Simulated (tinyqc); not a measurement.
Two-band model of a narrow-gap semiconductor with electrons and holes. Changing the band gap E_g. Computed by tinyqc, a small Python program. Command: `OMP_NUM_THREADS=1 python tinyqc.py 3008480 3008481 out.jsonl bipolar sweep`. One thread of a shared host (Intel(R) Xeon(R) Processor @ 2.30GHz), about 0.07 s of CPU time with the checks.

Two parabolic bands with acoustic scattering (r = -1/2, a = 0), a gap that does not change with T, and fully ionised dopants. Melting is ignored, so values above the melting point are formal, and kappa_L does not change with T. eta_n = (E_F - E_c)/(k_B T), eta_p = -eta_n - E_g/(k_B T).

Inputs (values chosen for the exercise, modelled on InAs): electron mass m_n = 0.025 m_0; hole mass m_p = 0.41 m_0; electron mobility parameter mu_300,n = 26000 cm^2/(V s); hole mobility parameter mu_300,p = 410 cm^2/(V s); temperature exponent p = 1.5; net doping N = 3e+17 1/cm^3; lattice thermal conductivity kappa_L = 19 W/(m K); temperature T = 580 K.

Doping: p-type.

Constants: k_B = 8.617333262e-05 eV/K; m_0 = 9.1093837015e-31 kg; k_B = 1.380649e-23 J/K; hbar = 1.054571817e-34 J s; e = 1.602176634e-19 C.

Method:
- With x = E/(k_B T), a = alpha k_B T (0 for a parabolic band), G = x (1 + a x), D = 1 + 2 a x and <y> = int y f (1 - f) dx, f = 1/(1 + exp(x - eta)): tau = tau_0 G^r/D; transport function s = G^(3/2 + r)/D^2; n = N_0 <G^(3/2)> with N_0 = (2 m k_B T)^(3/2)/(3 pi^2 hbar^3).
- Integrals over x = E/(k_B T) use 160 Gauss-Legendre points in u = sqrt(x) from 0 to sqrt(max(eta, 0) + 32).
- Neutrality: p - n = N, with n = N_0(m_n) <x^(3/2)> at eta_n and p = N_0(m_p) <x^(3/2)> at eta_p.
- sigma = e mu_0 N_0 <s> with mu_0 = e tau_0/m = mu_300 (T/300 K)^(-p); |S| = (k_B/e)(<x s>/<s> - eta); Lorenz number L = (k_B/e)^2 (<x^2 s>/<s> - (<x s>/<s>)^2); kappa_e = L sigma T; zT = S^2 sigma T/(kappa_L + kappa_e).
- Hall factor r_H = <x^(3/2)> <x^(1/2)>/<s>^2.
- Both bands together (these totals replace the one-band zT): sigma = sigma_n + sigma_p; S = (sigma_p |S_p| - sigma_n |S_n|)/sigma; kappa_bip = (sigma_n sigma_p/sigma)(|S_n| + |S_p|)^2 T; kappa_e = (L_n sigma_n + L_p sigma_p) T; zT = S^2 sigma T/(kappa_L + kappa_e + kappa_bip); weak-field R_H = (r_p sigma_p^2/p - r_n sigma_n^2/n)/(e sigma^2), where the Hall factors r_n and r_p are <x^(3/2)> <x^(1/2)>/<s>^2.

One run for each value; columns: (1) band gap E_g (eV); (2) Seebeck coefficient S (microvolt/K); (3) bipolar thermal conductivity (W/(m K)); (4) zT; (5) conductivity sigma (S/cm):
```
(1)        (2)         (3)       (4)     (5)
0.087  -119.78  2.7691e-01  0.021000  499.32
0.120  -138.44  2.6105e-01  0.021868  386.40
0.170  -171.21  2.4216e-01  0.021201  242.79
0.230  -213.28  2.3082e-01  0.016419  120.35
0.330  -208.86  2.2672e-01  0.003714   28.26
0.450   202.31  1.1565e-01  0.000963    7.76
0.630   508.22  7.1936e-03  0.004384    5.56
0.880   523.84  8.2817e-05  0.004607    5.50
```

Over the rows, Seebeck coefficient S (microvolt/K) goes from -120 through a minimum among these rows, -213 at 0.230, to 524; bipolar thermal conductivity (W/(m K)) falls from 0.277 to 8.28e-5 (exponent d ln y / d ln x -0.18 between the first rows and -13 between the last); zT lies between 9.63e-4 and 0.0219 without a single trend. E_g/(k_B T) runs from 1.7 to 17.6; between the last rows ln(kappa_bip) falls by 0.89 per k_B T of gap (in the limit of gaps of very many k_B T, 1 while doping fixes the majority density and 1/2 in intrinsic material).

Extremes, crossings and ranges named in words are read from the listed rows.
